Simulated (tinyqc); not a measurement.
Worked calculation: plane-wave Kohn-Sham cycle with exchange-only LDA in a layered model solid. One step of it, computed by the program tinyqc.

Question. Iteration 1: levels at that k. Diagonalise the Hermitian matrix.

H (hartree), order -2, -1, +0, +1, +2:
```
[[0.876788, -0.240000, 0.080000, 0.000000, 0.000000],
 [-0.240000, 0.037536, -0.240000, 0.080000, 0.000000],
 [0.080000, -0.240000, -0.242215, -0.240000, 0.080000],
 [0.000000, 0.080000, -0.240000, 0.037536, -0.240000],
 [0.000000, 0.000000, 0.080000, -0.240000, 0.876788]]
```

Give: eigenvalues.

Answer.

eigenvalues (hartree): [-0.4471, -0.1014, 0.2164, 0.9357, 0.9827]
